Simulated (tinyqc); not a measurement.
Hydrogenic impurity: series, fields, screening, photoionisation and donor-acceptor pairs: one step, computed by the program tinyqc.

One isotropic, parabolic band. Effective units: Ry* and a*, in which H = -nabla^2 - 2/r.

Task: Overlap of donors. Wigner-Seitz radius r_s = (3/(4 pi N))^(1/3); Mott criterion N_c^(1/3) a* = 0.26; overlap of two 1s orbitals at distance d: S = exp(-x)(1 + x + x^2/3), x = d/a*, with d = N^(-1/3).

Inputs (values chosen for the exercise, modelled on InAs): donor density N = 4.9e+12 cm^-3.

Parts treated: magnetic field and screening.

a* = 323.2717 angstrom

Give: r_s; Mott density; N over the Mott density; overlap S.

Result:

r_s = 3652.3 angstrom

Mott density = 5.2026e+14 cm^-3

N over the Mott density = 0.0094184

overlap S = 1.5983e-06

The sample is on the insulating side, with isolated donors.
